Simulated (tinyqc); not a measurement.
Inside a calculation (part 1 of 2). Method: G0W0 on RHF in the sto-6g basis, for BeH2, spin multiplicity 1. Computed by tinyqc, a small Python program that keeps every step (integrals from PySCF). Settings: charge = 0, multiplicity = 1, basis = sto-6g, method = RHF, energy threshold = 1e-10, iteration cap = 57, orthogonalisation = symmetric, start = atomic densities, DIIS depth = 6. Command: `OMP_NUM_THREADS=1 python tinyqc.py 28297 28298 out.jsonl` (the two numbers bound the seeds that draw the settings). One thread of a shared host (Intel(R) Xeon(R) Processor @ 2.60GHz), about 0.1 s of CPU time with the checks. The early iterations of the SCF are left out here.

## One-electron integrals

Geometry (angstrom):
```
atom         x          y         z
Be    0.000000   0.000000  0.000000
H     0.000000   1.273000  0.065000
H     0.000000  -1.273000  0.065000
```

Basis sto-6g: exponents (1/bohr^2) and contraction coefficients of normalised primitives:
```
element  l (shell)    exponent  coefficient
Be           s (1)  312.870494     0.009164
Be           s (1)   57.364463     0.049361
Be           s (1)   16.048509     0.168538
Be           s (1)    5.513096     0.370563
Be           s (1)    2.140897     0.416492
Be           s (1)    0.881739     0.130334
Be           s (2)   13.633247    -0.013253
Be           s (2)    2.698375    -0.046992
Be           s (2)    0.838653    -0.033785
Be           s (2)    0.322660     0.250242
Be           s (2)    0.140131     0.595117
Be           s (2)    0.064233     0.240706
Be           p (3)   13.633247     0.003760
Be           p (3)    2.698375     0.037679
Be           p (3)    0.838653     0.173897
Be           p (3)    0.322660     0.418036
Be           p (3)    0.140131     0.425860
Be           p (3)    0.064233     0.101708
H            s (1)   35.523221     0.009164
H            s (1)    6.513144     0.049361
H            s (1)    1.822143     0.168538
H            s (1)    0.625955     0.370563
H            s (1)    0.243077     0.416492
H            s (1)    0.100112     0.130334
```

Overlap, kinetic and nuclear-attraction integrals over the contracted functions; the nuclear repulsion is the sum of Za Zb / Rab.

nuclear repulsion = 3.52906397 hartree

overlap S:
```
           1Be 1s    1Be 2s   1Be 2px    1Be 2py   1Be 2pz     2H 1s      3H 1s
1Be 1s   1.000000  0.254764  0.000000   0.000000  0.000000  0.083226   0.083226
1Be 2s   0.254764  1.000000  0.000000   0.000000  0.000000  0.487202   0.487202
1Be 2px  0.000000  0.000000  1.000000   0.000000  0.000000  0.000000   0.000000
1Be 2py  0.000000  0.000000  0.000000   1.000000  0.000000  0.541838  -0.541838
1Be 2pz  0.000000  0.000000  0.000000   0.000000  1.000000  0.027667   0.027667
2H 1s    0.083226  0.487202  0.000000   0.541838  0.027667  1.000000   0.048295
3H 1s    0.083226  0.487202  0.000000  -0.541838  0.027667  0.048295   1.000000
```

kinetic energy T (hartree):
```
            1Be 1s     1Be 2s   1Be 2px    1Be 2py   1Be 2pz      2H 1s      3H 1s
1Be 1s    6.768753  -0.207382  0.000000   0.000000  0.000000  -0.013293  -0.013293
1Be 2s   -0.207382   0.220121  0.000000   0.000000  0.000000   0.079333   0.079333
1Be 2px   0.000000   0.000000  0.661265   0.000000  0.000000   0.000000   0.000000
1Be 2py   0.000000   0.000000  0.000000   0.661265  0.000000   0.214631  -0.214631
1Be 2pz   0.000000   0.000000  0.000000   0.000000  0.661265   0.010959   0.010959
2H 1s    -0.013293   0.079333  0.000000   0.214631  0.010959   0.768522  -0.009649
3H 1s    -0.013293   0.079333  0.000000  -0.214631  0.010959  -0.009649   0.768522
```

nuclear attraction V (hartree):
```
             1Be 1s     1Be 2s    1Be 2px    1Be 2py    1Be 2pz      2H 1s      3H 1s
1Be 1s   -15.545095  -1.862231   0.000000   0.000000  -0.002134  -0.670539  -0.670539
1Be 2s    -1.862231  -3.065483   0.000000   0.000000  -0.015917  -1.479130  -1.479130
1Be 2px    0.000000   0.000000  -2.983180   0.000000   0.000000   0.000000   0.000000
1Be 2py    0.000000   0.000000   0.000000  -3.229115   0.000000  -1.616521   1.616521
1Be 2pz   -0.002134  -0.015917   0.000000   0.000000  -2.983821  -0.084642  -0.084642
2H 1s     -0.670539  -1.479130   0.000000  -1.616521  -0.084642  -3.091151  -0.166456
3H 1s     -0.670539  -1.479130   0.000000   1.616521  -0.084642  -0.166456  -3.091151
```

core Hamiltonian H = T + V (hartree):
```
            1Be 1s     1Be 2s    1Be 2px    1Be 2py    1Be 2pz      2H 1s      3H 1s
1Be 1s   -8.776343  -2.069614   0.000000   0.000000  -0.002134  -0.683832  -0.683832
1Be 2s   -2.069614  -2.845362   0.000000   0.000000  -0.015917  -1.399796  -1.399796
1Be 2px   0.000000   0.000000  -2.321915   0.000000   0.000000   0.000000   0.000000
1Be 2py   0.000000   0.000000   0.000000  -2.567850   0.000000  -1.401890   1.401890
1Be 2pz  -0.002134  -0.015917   0.000000   0.000000  -2.322556  -0.073683  -0.073683
2H 1s    -0.683832  -1.399796   0.000000  -1.401890  -0.073683  -2.322629  -0.176105
3H 1s    -0.683832  -1.399796   0.000000   1.401890  -0.073683  -0.176105  -2.322629
```

## Two-electron integrals

Functions are numbered as in S; the eight-fold symmetry (ij|kl) = (ji|kl) = (kl|ij) leaves the list below.

Two-electron integrals (ij|kl) in chemists' order, unique and non-zero (hartree):
```
(11|11) 2.299996    (21|11) 0.361879    (21|21) 0.071926    (22|11) 0.570332
(22|21) 0.139654    (22|22) 0.417773    (31|31) 0.015252    (32|31) 0.022555
(32|32) 0.092340    (33|11) 0.570332    (33|21) 0.139654    (33|22) 0.417773
(33|33) 0.450117    (41|41) 0.015252    (42|41) 0.022555    (42|42) 0.092340
(43|43) 0.024258    (44|11) 0.570332    (44|21) 0.139654    (44|22) 0.417773
(44|33) 0.401601    (44|44) 0.450117    (51|51) 0.015252    (52|51) 0.022555
(52|52) 0.092340    (53|53) 0.024258    (54|54) 0.024258    (55|11) 0.570332
(55|21) 0.139654    (55|22) 0.417773    (55|33) 0.401601    (55|44) 0.401601
(55|55) 0.450117    (61|11) 0.122698    (61|21) 0.023618    (61|22) 0.045443
(61|33) 0.045073    (61|41) 0.002321    (61|42) 0.004417    (61|44) 0.046180
(61|51) 0.000118    (61|52) 0.000226    (61|54) 0.000057    (61|55) 0.045076
(61|61) 0.008199    (62|11) 0.246016    (62|21) 0.060909    (62|22) 0.192974
(62|33) 0.186284    (62|41) 0.008510    (62|42) 0.046500    (62|44) 0.206302
(62|51) 0.000435    (62|52) 0.002374    (62|54) 0.001022    (62|55) 0.186336
(62|61) 0.021897    (62|62) 0.124206    (63|31) 0.006462    (63|32) 0.027881
(63|43) 0.008488    (63|53) 0.000433    (63|63) 0.012784    (64|11) 0.248585
(64|21) 0.062433    (64|22) 0.207059    (64|33) 0.194986    (64|41) 0.013973
(64|42) 0.073071    (64|44) 0.231155    (64|51) 0.000384    (64|52) 0.002307
(64|54) 0.001413    (64|55) 0.195036    (64|61) 0.023746    (64|62) 0.152726
(64|64) 0.196106    (65|11) 0.012693    (65|21) 0.003188    (65|22) 0.010573
(65|33) 0.009956    (65|41) 0.000384    (65|42) 0.002307    (65|44) 0.010936
(65|51) 0.006482    (65|52) 0.027999    (65|54) 0.008538    (65|55) 0.010825
(65|61) 0.001212    (65|62) 0.007798    (65|64) 0.009361    (65|65) 0.013262
(66|11) 0.410136    (66|21) 0.103698    (66|22) 0.362480    (66|33) 0.336477
(66|41) 0.018624    (66|42) 0.124641    (66|44) 0.414282    (66|51) 0.000951
(66|52) 0.006364    (66|54) 0.003973    (66|55) 0.336680    (66|61) 0.038907
(66|62) 0.286153    (66|64) 0.376026    (66|65) 0.019200    (66|66) 0.774999
(71|11) 0.122698    (71|21) 0.023618    (71|22) 0.045443    (71|33) 0.045073
(71|41) -0.002321   (71|42) -0.004417   (71|44) 0.046180    (71|51) 0.000118
(71|52) 0.000226    (71|54) -0.000057   (71|55) 0.045076    (71|61) 0.007438
(71|62) 0.018251    (71|64) 0.017816    (71|65) 0.001013    (71|66) 0.030372
(71|71) 0.008199    (72|11) 0.246016    (72|21) 0.060909    (72|22) 0.192974
(72|33) 0.186284    (72|41) -0.008510   (72|42) -0.046500   (72|44) 0.206302
(72|51) 0.000435    (72|52) 0.002374    (72|54) -0.001022   (72|55) 0.186336
(72|61) 0.018251    (72|62) 0.070109    (72|64) 0.067158    (72|65) 0.004325
(72|66) 0.121099    (72|71) 0.021897    (72|72) 0.124206    (73|31) 0.006462
(73|32) 0.027881    (73|43) -0.008488   (73|53) 0.000433    (73|63) 0.006000
(73|73) 0.012784    (74|11) -0.248585   (74|21) -0.062433   (74|22) -0.207059
(74|33) -0.194986   (74|41) 0.013973    (74|42) 0.073071    (74|44) -0.231155
(74|51) -0.000384   (74|52) -0.002307   (74|54) 0.001413    (74|55) -0.195036
(74|61) -0.017816   (74|62) -0.067158   (74|64) -0.060307   (74|65) -0.004070
(74|66) -0.112344   (74|71) -0.023746   (74|72) -0.152726   (74|74) 0.196106
(75|11) 0.012693    (75|21) 0.003188    (75|22) 0.010573    (75|33) 0.009956
(75|41) -0.000384   (75|42) -0.002307   (75|44) 0.010936    (75|51) 0.006482
(75|52) 0.027999    (75|54) -0.008538   (75|55) 0.010825    (75|61) 0.001013
(75|62) 0.004325    (75|64) 0.004070    (75|65) 0.006260    (75|66) 0.007684
(75|71) 0.001212    (75|72) 0.007798    (75|74) -0.009361   (75|75) 0.013262
(76|11) 0.029857    (76|21) 0.007178    (76|22) 0.020838    (76|33) 0.020454
(76|44) 0.021594    (76|51) 0.000095    (76|52) 0.000431    (76|55) 0.020467
(76|61) 0.002353    (76|62) 0.009973    (76|64) 0.010941    (76|65) 0.000678
(76|66) 0.019540    (76|71) 0.002353    (76|72) 0.009973    (76|74) -0.010941
(76|75) 0.000678    (76|76) 0.001064    (77|11) 0.410136    (77|21) 0.103698
(77|22) 0.362480    (77|33) 0.336477    (77|41) -0.018624   (77|42) -0.124641
(77|44) 0.414282    (77|51) 0.000951    (77|52) 0.006364    (77|54) -0.003973
(77|55) 0.336680    (77|61) 0.030372    (77|62) 0.121099    (77|64) 0.112344
(77|65) 0.007684    (77|66) 0.207749    (77|71) 0.038907    (77|72) 0.286153
(77|74) -0.376026   (77|75) 0.019200    (77|76) 0.019540    (77|77) 0.774999
```

## Orthogonalisation

S = U s U^T; symmetric (Loewdin) form X = U s^(-1/2) U^T, so that X^T S X = 1.

eigenvalues of S: 0.209197  0.317433  0.927587  1.000000  1.002510  1.742508  1.800766

X:
```
            1Be 1s     1Be 2s   1Be 2px    1Be 2py    1Be 2pz      2H 1s      3H 1s
1Be 1s    1.026803  -0.146788  0.000000   0.000000  -0.000776   0.011580   0.011580
1Be 2s   -0.146788   1.297017  0.000000   0.000000   0.015212  -0.345788  -0.345788
1Be 2px   0.000000   0.000000  1.000000   0.000000   0.000000   0.000000   0.000000
1Be 2py   0.000000   0.000000  0.000000   1.449456   0.000000  -0.504911   0.504911
1Be 2pz  -0.000776   0.015212  0.000000   0.000000   1.000853  -0.019433  -0.019433
2H 1s     0.011580  -0.345788  0.000000  -0.504911  -0.019433   1.363467  -0.130994
3H 1s     0.011580  -0.345788  0.000000   0.504911  -0.019433  -0.130994   1.363467
```

## Iteration 7 (converged): orbitals

converged F (hartree):
```
            1Be 1s     1Be 2s   1Be 2px    1Be 2py    1Be 2pz      2H 1s      3H 1s
1Be 1s   -4.586066  -1.249183  0.000000   0.000000   0.000978  -0.413862  -0.413862
1Be 2s   -1.249183  -0.615444  0.000000   0.000000  -0.013073  -0.440963  -0.440963
1Be 2px   0.000000   0.000000  0.206908   0.000000   0.000000   0.000000   0.000000
1Be 2py   0.000000   0.000000  0.000000  -0.264568   0.000000  -0.343155   0.343155
1Be 2pz   0.000978  -0.013073  0.000000   0.000000   0.206034  -0.014382  -0.014382
2H 1s    -0.413862  -0.440963  0.000000  -0.343155  -0.014382  -0.347295  -0.066367
3H 1s    -0.413862  -0.440963  0.000000   0.343155  -0.014382  -0.066367  -0.347295
```

Diagonalise F' = X^T F X, C = X C', fill 3 alpha and 3 beta electrons from the bottom; D = 2 C_occ C_occ^T. Each column has its largest component positive (the first on a tie).

F' = X^T F X (hartree):
```
           1          2         3          4          5          6          7
1  -4.488703  -0.641520  0.000000   0.000000   0.001847  -0.086607  -0.086607
2  -0.641520  -0.050536  0.000000   0.000000   0.006090  -0.354341  -0.354341
3   0.000000   0.000000  0.206908   0.000000   0.000000   0.000000   0.000000
4   0.000000   0.000000  0.000000   0.305471   0.000000  -0.512687   0.512687
5   0.001847   0.006090  0.000000   0.000000   0.207174  -0.018200  -0.018200
6  -0.086607  -0.354341  0.000000  -0.512687  -0.018200   0.122964  -0.150448
7  -0.086607  -0.354341  0.000000   0.512687  -0.018200  -0.150448   0.122964
```

orbital energies (hartree): MO1 -4.587707, MO2 -0.469328, MO3 -0.435785, MO4 0.205817, MO5 0.206908, MO6 0.491668, MO7 1.014668

coefficients C:
```
               MO1        MO2        MO3        MO4       MO5        MO6        MO7
1Be 1s    0.994586  -0.219832   0.000000   0.019468  0.000000  -0.195532   0.000000
1Be 2s    0.021509   0.535639   0.000000  -0.095378  0.000000   1.283239   0.000000
1Be 2px   0.000000   0.000000   0.000000   0.000000  1.000000   0.000000   0.000000
1Be 2py   0.000000   0.000000   0.503070   0.000000  0.000000   0.000000   1.535485
1Be 2pz  -0.000073   0.012343   0.000000   0.995574  0.000000   0.106648   0.000000
2H 1s    -0.001526   0.400128   0.402385   0.036930  0.000000  -0.847413  -1.099876
3H 1s    -0.001526   0.400128  -0.402385   0.036930  0.000000  -0.847413   1.099876
```

D after iteration 7:
```
            1Be 1s     1Be 2s   1Be 2px    1Be 2py    1Be 2pz      2H 1s      3H 1s
1Be 1s    2.075056  -0.192716  0.000000   0.000000  -0.005571  -0.178958  -0.178958
1Be 2s   -0.192716   0.574744  0.000000   0.000000   0.013219   0.428583   0.428583
1Be 2px   0.000000   0.000000  0.000000   0.000000   0.000000   0.000000   0.000000
1Be 2py   0.000000   0.000000  0.000000   0.506159   0.000000   0.404856  -0.404856
1Be 2pz  -0.005571   0.013219  0.000000   0.000000   0.000305   0.009877   0.009877
2H 1s    -0.178958   0.428583  0.000000   0.404856   0.009877   0.644036  -0.003618
3H 1s    -0.178958   0.428583  0.000000  -0.404856   0.009877  -0.003618   0.644036
```

## Convergence

Stop when the energy changes by less than 1e-10 hartree and every element of the error matrix X^T (F D S - S D F) X is below 3e-06.

Course of the cycle:
```
iteration   E (hartree)     change  largest element of the error matrix
1          -15.61262554          -                             4.35e-01
2          -15.71194203  -9.93e-02                             9.76e-02
3          -15.72514171  -1.32e-02                             1.51e-02
4          -15.72561029  -4.69e-04                             4.67e-04
5          -15.72561097  -6.83e-07                             9.34e-05
6          -15.72561100  -2.56e-08                             2.58e-06
7          -15.72561100  -1.22e-11                             4.08e-07
```

PySCF RHF in the same basis = -15.72561100 hartree

Converged in 7 iterations.

## Integrals over molecular orbitals

(pq|rs) = sum C_ip C_jq C_kr C_ls (ij|kl), one index at a time.

one-electron integrals over orbitals h = C^T H C (hartree):
```
           1          2          3          4          5          6          7
1  -8.767113   0.229805   0.000000  -0.023237   0.000000   0.197614   0.000000
2   0.229805  -2.514643   0.000000   0.000702   0.000000  -0.161321   0.000000
3   0.000000   0.000000  -2.480099   0.000000   0.000000   0.000000  -0.264523
4  -0.023237   0.000702   0.000000  -2.320522   0.000000  -0.021369   0.000000
5   0.000000   0.000000   0.000000   0.000000  -2.321915   0.000000   0.000000
6   0.197614  -0.161321   0.000000  -0.021369   0.000000  -1.939679   0.000000
7   0.000000   0.000000  -0.264523   0.000000   0.000000   0.000000  -1.777380
```

Two-electron integrals over orbitals (pq|rs), unique and non-zero (hartree):
```
(11|11) 2.280336    (21|11) -0.202800   (21|21) 0.028176    (22|11) 0.498193
(22|21) -0.006915   (22|22) 0.405496    (31|31) 0.006405    (32|31) 0.014960
(32|32) 0.166445    (33|11) 0.468633    (33|21) -0.002565   (33|22) 0.419027
(33|33) 0.441845    (41|11) 0.018393    (41|21) -0.002301   (41|22) 0.001811
(41|33) 0.001014    (41|41) 0.016171    (42|11) -0.006588   (42|21) 0.000851
(42|22) 0.005360    (42|33) 0.004764    (42|41) 0.015050    (42|42) 0.049508
(43|31) -0.000046   (43|32) 0.004713    (43|43) 0.015426    (44|11) 0.569677
(44|21) -0.007843   (44|22) 0.372393    (44|33) 0.361651    (44|41) -0.002424
(44|42) -0.010581   (44|44) 0.451044    (51|51) 0.016052    (52|51) 0.015197
(52|52) 0.049574    (53|53) 0.015209    (54|51) -0.001503   (54|52) -0.003905
(54|54) 0.024546    (55|11) 0.570046    (55|21) -0.007777   (55|22) 0.372927
(55|33) 0.361857    (55|41) 0.000556    (55|42) -0.002853   (55|44) 0.401494
(55|55) 0.450117    (61|11) -0.185431   (61|21) 0.026659    (61|22) -0.007154
(61|33) -0.004138   (61|41) -0.000995   (61|42) 0.001707    (61|44) -0.004573
(61|55) -0.004284   (61|61) 0.025647    (62|11) 0.109601    (62|21) -0.007254
(62|22) -0.027534   (62|33) -0.049537   (62|41) 0.001625    (62|42) -0.000931
(62|44) 0.047815    (62|55) 0.048696    (62|61) -0.004160   (62|62) 0.077136
(63|31) -0.003148   (63|32) -0.095384   (63|43) -0.003818   (63|63) 0.082206
(64|11) 0.006195    (64|21) 0.000303    (64|22) 0.002217    (64|33) -0.000599
(64|41) 0.016014    (64|42) 0.046348    (64|44) -0.003580   (64|55) 0.002000
(64|61) 0.001609    (64|62) 0.008321    (64|64) 0.050365    (65|51) 0.016307
(65|52) 0.047440    (65|54) -0.002861   (65|65) 0.051425    (66|11) 0.490214
(66|21) -0.007044   (66|22) 0.403894    (66|33) 0.414061    (66|41) 0.003806
(66|42) 0.011482    (66|44) 0.371397    (66|55) 0.372858    (66|61) -0.006411
(66|62) -0.034662   (66|64) 0.007797    (66|66) 0.419013    (71|31) 0.011894
(71|32) 0.020928    (71|43) -0.000359   (71|63) -0.002500   (71|71) 0.022673
(72|31) 0.003080    (72|32) -0.047164   (72|43) -0.005019   (72|63) 0.061531
(72|71) 0.006785    (72|72) 0.057597    (73|11) 0.135841    (73|21) -0.005207
(73|22) -0.009423   (73|33) -0.023581   (73|41) -0.000419   (73|42) -0.007396
(73|44) 0.055820    (73|55) 0.055661    (73|61) -0.003171   (73|62) 0.072000
(73|64) 0.002252    (73|66) -0.027901   (73|73) 0.081721    (74|31) -0.001416
(74|32) -0.012619   (74|43) 0.013540    (74|63) 0.007145    (74|71) -0.002284
(74|72) 0.001719    (74|74) 0.017385    (75|53) 0.013829    (75|75) 0.016267
(76|31) 0.011693    (76|32) 0.143629    (76|43) 0.005411    (76|63) -0.095465
(76|71) 0.016434    (76|72) -0.058599   (76|74) -0.010871   (76|76) 0.141039
(77|11) 0.585061    (77|21) -0.008957   (77|22) 0.436395    (77|33) 0.455564
(77|41) 0.000329    (77|42) 0.000813    (77|44) 0.394706    (77|55) 0.394260
(77|61) -0.008963   (77|62) -0.041740   (77|64) -0.003656   (77|66) 0.443641
(77|73) -0.016877   (77|77) 0.499008
```
